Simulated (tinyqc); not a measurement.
Hubbard ring of 4 sites, step by step. Computed by tinyqc, a small Python program that keeps every step. Settings: hopping = 1.5, U = 8.5, mixing = 0.2, iteration cap = 73. Command: `OMP_NUM_THREADS=1 python tinyqc.py 21665 21666 out.jsonl` (the two numbers bound the seeds that draw the settings). One thread of a shared host (Intel(R) Xeon(R) Processor @ 2.60GHz), about 0.2 s of CPU time with the checks.

one-body matrix (hopping and site energies) (eV), order 1, 2, 3, 4:
$$\begin{pmatrix}
0.00000 & -1.50000 & 0.00000 & -1.50000 \\
-1.50000 & 0.00000 & -1.50000 & 0.00000 \\
0.00000 & -1.50000 & 0.00000 & -1.50000 \\
-1.50000 & 0.00000 & -1.50000 & 0.00000
\end{pmatrix}$$

U = 8.50000 eV

electrons, up and down: [2, 1]

n(up) at the start (a guess, not normalised): 1 0.50000, 2 0.50000, 3 0.50000, 4 0.50000

n(down) at the start (a guess): 1 0.25000, 2 0.25000, 3 0.25000, 4 0.25000

Each step fills the lowest levels of T + U n(other spin) and sets n(new) = n + mixing (n(out) - n); stop when output and input agree to 1e-8.

Course of the cycle:
```
iteration      E (eV)  largest |n(out) - n(in)|  mean |n_up - n_down|
1          -1.7500000                  2.50e-01               0.25000
2          -2.0184070                  2.00e-01               0.28507
3          -2.1918874                  1.65e-01               0.31674
4          -2.3138624                  1.40e-01               0.34498
5          -2.4052379                  1.21e-01               0.37005
6          -2.4761461                  1.06e-01               0.39226
7          -2.5319796                  9.40e-02               0.41184
8          -2.5760700                  8.38e-02               0.42904
9          -2.6107932                  7.49e-02               0.44410
10         -2.6380064                  6.71e-02               0.45722
11         -2.6592200                  6.00e-02               0.46863
...               ...                       ...                   ...
63         -2.7295783                  5.39e-05               0.54248
64         -2.7295784                  4.69e-05               0.54249
65         -2.7295784                  4.08e-05               0.54249
66         -2.7295784                  3.54e-05               0.54250
67         -2.7295784                  3.08e-05               0.54250
68         -2.7295784                  2.68e-05               0.54250
69         -2.7295784                  2.33e-05               0.54251
70         -2.7295784                  2.02e-05               0.54251
71         -2.7295784                  1.76e-05               0.54251
72         -2.7295784                  1.53e-05               0.54251
73         -2.7295784                  1.33e-05               0.54252
```

Can the last value be used, and what does the course show?

Not by the stop rule, although the second column moves by less than 1e-07 over the last three steps. Not converged within 73 iterations: the residual falls steadily but slowly, by a factor of about 0.87 a step. The lowest mean-field energy found from random starts is -3.08794 eV. Reruns (cap 100 unless said): mixing 0.5: converged in 45 to a higher stationary point (E = -2.72958); mixing 0.9: converged in 21 to a higher stationary point (E = -2.72958); the original settings with a cap of 400: converged in 125 to a higher stationary point (E = -2.72958).
